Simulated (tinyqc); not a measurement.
# Schottky barrier on an n-type semiconductor with a surface-enhanced doping, non-linear Poisson equation by Newton steps: Capacitance-voltage profiling

One dimension, metal at x = 0, donor density C(x) = Nd + N0 exp(-x/Ls). Energies are counted from the electron Fermi level of the semiconductor and the conduction-band edge is Ec = -psi, so n = Nc exp(psi/Vt); holes follow the Fermi level of the metal, at -V, so p = Nv exp((V - psi - Eg)/Vt). Ends: psi(0) = V - phiB and psi = Vt ln(Nd/Nc) deep inside. Boltzmann statistics, full ionisation, no current, no image force in the Poisson equation.

The Poisson equation d/dx(eps0 eps_r dpsi/dx) = -q (p - n + C) is solved on a mesh of about 1000 nodes or more that ends in neutral material. C_s = q d/dV of the integral of n over x, from the linearised equation. Probed depth w = eps0 eps_r/C_s; apparent doping N_app = C_s^3/(q eps0 eps_r dC_s/dV), the derivative by central differences over +/- 0.02 V.

Inputs (values chosen for the exercise); band and dielectric values those of a made-up semiconductor: temperature T = 273 K; band gap Eg = 4.13 eV; relative permittivity eps_r = 11.6; conduction-band density of states at T Nc = 1.32e19 cm^-3; valence-band density of states at T Nv = 2.14e19 cm^-3; donor density deep in the semiconductor Nd = 1.5e17 cm^-3; barrier height phiB = 1.33 eV; extra donor density at the surface N0 = 6.2e17 cm^-3; decay length Ls = 23 nm.

Constants: q = 1.602176634e-19 C, kB = 1.380649e-23 J/K, Vt = kB T/q, eps0 = 8.8541878128e-14 F/cm where lengths are in cm. Results are converted to the units shown.

Capacitance-voltage profiling:

| V (V) | C_s (nF/cm^2) | w (nm) | N_app (cm^-3) | true C(w) (cm^-3) | \|E_0\| (kV/cm) |
|---|---|---|---|---|---|
| 0 | 127 | 81.1 | 1.71e17 | 1.68e17 | 405 |
| -0.25 | 111 | 92.2 | 1.63e17 | 1.61e17 | 433 |
| -0.5 | 100 | 102 | 1.58e17 | 1.57e17 | 459 |
| -0.75 | 91.7 | 112 | 1.56e17 | 1.55e17 | 482 |
| -1 | 85.0 | 121 | 1.54e17 | 1.53e17 | 504 |
| -1.25 | 79.5 | 129 | 1.53e17 | 1.52e17 | 524 |
| -1.5 | 74.9 | 137 | 1.52e17 | 1.52e17 | 543 |
| -1.75 | 71.0 | 145 | 1.51e17 | 1.51e17 | 560 |
| -2 | 67.7 | 152 | 1.51e17 | 1.51e17 | 577 |

C_s falls from 127 to 67.7 nF/cm^2 while the probed depth goes from 81.1 to 152 nm. The apparent doping falls from 1.71e17 to 1.51e17 cm^-3. It departs most from the true doping at that depth for V = 0 V, where it is 1.5 % above it; so the doping is read well over the depths probed.

Numbers from tinyqc (`OMP_NUM_THREADS=1 python tinyqc.py 2020075 2020076 out.jsonl`; about 0.07 s on one thread of a shared Intel Xeon 2.30GHz).
